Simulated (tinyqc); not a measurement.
Solubility, supersaturation, precipitation and gettering of an impurity in a silicon-like host: one step, computed by the program tinyqc. Command: `OMP_NUM_THREADS=1 python tinyqc.py 3025187 3025188 out.jsonl ripen walk`. One thread of a shared host (Intel(R) Xeon(R) Processor @ 2.30GHz), about 0.01 s of CPU time with the checks.

The wafer was saturated at T1 and is then held at T.

Task: Solubility, diffusivity, supersaturation. C_eq(T) = N0 exp(S/k_B - H/(k_B T)); D(T) = D0 exp(-Q/(k_B T)); C0 = C_eq(T1). Supersaturation s = C0/C_eq(T); critical radius r* = 2 gamma/(C_p k_B T ln s); barrier W* = (4 pi/3) gamma r*^2. Strain energy is left out.

Inputs (values chosen for the exercise, modelled on nickel in silicon): site density N0 = 5e+22 1/cm^3; enthalpy of solution H = 1.69 eV; entropy of solution S = 3.2 k_B; diffusion prefactor D0 = 0.0021 cm^2/s; migration energy Q = 0.467 eV; temperature of saturation T1 = 1325 K; anneal temperature T = 826 K; impurity density in the precipitate C_p = 6.3e+22 1/cm^3; interface energy gamma = 0.73 J/m^2.

Constants: k_B = 8.617333262e-05 eV/K; k_B = 1.380649e-23 J/K.

Give: C0; C_eq(T); D(T); supersaturation s; critical radius r*; W*/(k_B T).

Result:

C0 = 4.577e+17 1/cm^3

C_eq(T) = 5.988e+13 1/cm^3

D(T) = 2.971e-06 cm^2/s

supersaturation s = 7644

critical radius r* = 0.2273 nm

W*/(k_B T) = 13.85

Caution: the barrier to homogeneous nucleation is below 35 k_B T for these inputs, so new precipitates would form and outnumber the fixed sinks assumed here. Caution: a critical radius of atomic size is outside the capillary model.
